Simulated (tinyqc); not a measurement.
# Inverter chain driving a load

N inverters, each f = Hc^(1/N) times larger than the one before: delay tau N (f + pp). Switched capacitance in units of the first input, with output capacitance pp times the input: Hc + (1 + pp)(Hc - 1)/(f - 1).

Parameters, values chosen for the exercise:

| symbol | value | unit | meaning |
|---|---|---|---|
| Hc | 3300 |  | load over the input capacitance of the chain |
| pp | 1.5 |  | parasitic delay of an inverter |
| tau | 2.5 | ps | delay unit |

Result of one run:
```
f      delay (ps)  switched capacitance
3.182       81.93                  7080
```

Which number of stages N gave this result: 3, 4, 5, 7 or 8?

N = 7.

The whole series:
```
N       f  delay (ps)  switched capacitance
3   14.89       122.9                  3894
4   7.579       90.79                  4554
5   5.055       81.93                  5334
6   3.859       80.38                  6185
7   3.182       81.93                  7080
8   2.753       85.06                  8005
9   2.460       89.10                  8949
10  2.248       93.71                  9907
```

The delay goes from 123 through a minimum of 80.4 (at N = 6 among the rows listed) to 93.7 ps. The best stage effort solves pp + rho (1 - ln rho) = 0, rho = 3.97, which gives N = ln Hc/ln rho = 5.88. One stage fewer than the best costs 1.9 % in delay and saves 14 % of the switched capacitance.

Numbers from tinyqc (`OMP_NUM_THREADS=1 python tinyqc.py 2082060 2082061 out.jsonl`; about 0.01 s on one thread of a shared Intel Xeon 2.30GHz).
